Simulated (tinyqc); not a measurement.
Worked calculation: two-step dopant diffusion (predeposition and drive-in) with a constant diffusivity. Computed by tinyqc, a small Python program that keeps every step. Command: `OMP_NUM_THREADS=1 python tinyqc.py 3025530 3025531 out.jsonl dopdiff walk`. One thread of a shared host (Intel(R) Xeon(R) Processor @ 2.30GHz), about 0.04 s of CPU time with the checks. Intermediate numbers are printed to about 7 digits and carried at full precision; extremes and crossings named in words are read from the listed rows.

Fick diffusion into a half space x > 0 whose background doping C_B is of the opposite type, so that a junction lies where C = C_B.

Inputs (values chosen for the exercise, modelled on gallium in silicon):

| quantity | value | unit |
|---|---|---|
| prefactor D0 | 0.334 | cm^2/s |
| activation energy E | 3.38 | eV |
| surface concentration C_s | 1.5e+19 | 1/cm^3 |
| background doping C_B | 6.1e+14 | 1/cm^3 |
| predeposition temperature T1 | 975 | C |
| predeposition time t1 | 45 | min |
| drive-in temperature T2 | 1050 | C |
| drive-in time t2 | 120 | min |
| mean mobility in the layer mu | 100 | cm^2/(V s) |

Furnace ramps of the drive-in: none.

Constants: k_B = 8.617333262e-05 eV/K; e = 1.602176634e-19 C.

## Diffusivities

D = D0 exp(-E/(k_B T)). Temperatures in kelvin are T(C) + 273.15. Times in seconds are 60 times the minutes.

D1 = 7.516014e-15 cm^2/s

D2 = 4.462542e-14 cm^2/s

product D1 t1 = 2.029324e-11 cm^2

## Thermal budget of the drive-in

(Dt)2 = D2 t2, t2 in seconds.

drive-in budget (Dt)2 = 3.213030e-10 cm^2

## Predeposition

C = C_s erfc(x/(2 sqrt(D1 t1))); dose Q = 2 C_s sqrt(D1 t1/pi); the junction solves erfc(z) = C_B/C_s with x_j = 2 z sqrt(D1 t1).

dose Q = 7.624686e+13 1/cm^2

z = 2.901725

junction depth after predeposition = 0.2614339 um

## Drive-in as a Gaussian

With a sealed surface and a thin source, C = Q/sqrt(pi (Dt)2) exp(-x^2/(4 (Dt)2)); x_j = 2 sqrt((Dt)2 ln(C(0)/C_B)); gradient at the junction |dC/dx| = C_B x_j/(2 (Dt)2).

surface concentration C(0) (Gaussian) = 2.399881e+18 1/cm^3

junction depth x_j = 1.031422 um

gradient at the junction = 9.790869e+19 1/cm^4

The drive-in moves the junction from 0.261 to 1.03 um and lowers the surface value by a factor 6.25. Caution: C_s exceeds the intrinsic carrier density of silicon at the predeposition temperature (2e18 to 1e19 per cm^3), where real diffusivities rise with concentration and profiles turn box-like.

## Sheet resistance

Net dose Q_net = Q erf(x_j/(2 sqrt((Dt)2))) - C_B x_j; R_s = 1/(e mu Q_net), with every dopant ionised and one mobility.

net dose = 7.618034e+13 1/cm^2

sheet resistance R_s (Gaussian) = 819.3070 ohm/square

## Exact junction depth

Exact two-step profile: C = (2 C_s/pi) int_0^alpha exp(-beta (1 + u^2))/(1 + u^2) du with alpha = sqrt(D1 t1/(Dt)2), beta = x^2/(4 (D1 t1 + (Dt)2)). The integral takes 48 Gauss-Legendre points; solve C(x) = C_B.

exact junction depth = 1.052052 um

## Gaussian against the exact two-step profile

Gaussian: C = Q/sqrt(pi (Dt)2) exp(-x^2/(4 (Dt)2)). Depths are fractions of the Gaussian x_j.

Profiles:

| x/x_j | x (um) | Gaussian (1/cm^3) | exact (1/cm^3) | ratio |
|---|---|---|---|---|
| 0.0 | 0.000000 | 2.399881e+18 | 2.351188e+18 | 1.020710 |
| 0.2 | 0.206284 | 1.723436e+18 | 1.710967e+18 | 1.007288 |
| 0.4 | 0.412569 | 6.382812e+17 | 6.594665e+17 | 0.967875 |
| 0.6 | 0.618853 | 1.219102e+17 | 1.347103e+17 | 0.904980 |
| 0.8 | 0.825137 | 1.200824e+16 | 1.459783e+16 | 0.822605 |
| 1.0 | 1.031422 | 6.100000e+14 | 8.402711e+14 | 0.725956 |
| 1.2 | 1.237706 | 1.598054e+13 | 2.573205e+13 | 0.621036 |

With D1 t1/(Dt)2 = 0.063, the Gaussian is 2.1 % high at the surface and 27 % low at its own junction; the exact junction lies at 1.052 um, 2.0 % deeper. The dose is the same, but the real source already has a width, which carries into the tail.

Checks made by the program: exact profile against the direct convolution of the erfc with the Gaussian kernel (relative difference below 1e-10).
